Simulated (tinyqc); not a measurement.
# Two-junction solar cell, detailed-balance limit, step by step

Program tinyqc, `OMP_NUM_THREADS=1 python tinyqc.py 2820015 2820016 out.jsonl`; Intel Xeon 2.30GHz, shared host, one thread, about 0.01 s. Printed values are rounded.

The top cell takes all photons above E1, the bottom cell those between E2 and E1. Each cell follows J = Jsc - J0 (exp(V/Vt) - 1) with J0 = q ge Phi(gap, T)/ERE; light emitted by one cell and absorbed by the other is left out. In series both carry one current; wired apart (four terminals) each works at its own maximum power point. Efficiencies are counted against Pin = fs X sigma Ts^4.

Parameters, values chosen for the exercise:
- T = 350 K (cell temperature)
- Ts = 5800 K (temperature of the black-body sun)
- fs = 2.16e-5 (share of the hemisphere filled by the sun)
- X = 1 (concentration)
- ERE = 1 (external radiative efficiency)
- ge = 1 (number of faces that emit)
- E2 = 0.77 eV (gap of the bottom cell)
- E1 = 1.47 eV (gap of the top cell)

Constants: q = 1.602176634e-19 C, kB = 1.380649e-23 J/K, h = 6.62607015e-34 J s, c = 299792458 m/s, Vt = kB T/q. Results are converted to the units shown.

## Photocurrents and dark currents

Photon flux above E from a black body at temperature T into a hemisphere: Phi(E, T) = A sum_k exp(-k E/th)[E^2 th/k + 2 E th^2/k^2 + 2 th^3/k^3], k = 1, 2, ..., with th = kB T/q in eV and A = 2 pi q^3/(h^3 c^2). J1 = q fs X Phi(E1, Ts), J2 = q fs X [Phi(E2, Ts) - Phi(E1, Ts)], J01 and J02 as above; sigma = 2 pi^5 kB^4/(15 h^3 c^2).

J1 = 38.02445 mA/cm^2
J2 = 35.10280 mA/cm^2
J01 = 7.318727e-16 mA/cm^2
J02 = 2.503294e-6 mA/cm^2
Pin = 138.6045 mW/cm^2

The bottom cell limits the series current; the other has 8.3 % more.

## The series curve

| point | J (mA/cm^2) |
|---|---|
| 0 | 0 |
| 1 | 17.55 |
| 2 | 28.08 |
| 3 | 31.59 |
| 4 | 33 |
| 5 | 33.7 |
| 6 | 34.4 |
| 7 | 34.93 |

V1 = Vt ln((J1 - J)/J01 + 1), V2 = Vt ln((J2 - J)/J02 + 1), power J (V1 + V2).

| point | V1 (V) | V2 (V) | power (mW/cm^2) |
|---|---|---|---|
| 0 | 1.160859 | 0.4963295 | 0 |
| 1 | 1.142188 | 0.4754261 | 28.38912 |
| 2 | 1.120407 | 0.4477974 | 44.03517 |
| 3 | 1.107276 | 0.4269036 | 48.46474 |
| 4 | 1.099816 | 0.4114269 | 49.87101 |
| 5 | 1.095291 | 0.3992179 | 50.36495 |
| 6 | 1.089965 | 0.3783723 | 50.51081 |
| 7 | 1.085197 | 0.3360590 | 49.64447 |

Among these points the power is largest at J = 34.4 mA/cm^2.

## Maximum power, in series and apart

In series V(J) = Vt [ln((J1 - J)/J01 + 1) + ln((J2 - J)/J02 + 1)], and J V(J) is largest where V = J Vt [1/(J1 - J + J01) + 1/(J2 - J + J02)]. Apart, each cell has (1 + v) exp(v) = 1 + Jsc/J0 at its maximum power point, v = Vmp/Vt.

series Jmp = 34.24389 mA/cm^2
series Vmp = 1.475659 V
series efficiency = 36.45790 %
top cell alone = 28.07938 %
bottom cell behind it = 9.801449 %

Wired apart the cells give 37.88 %; the series connection loses 1.4 points of that.
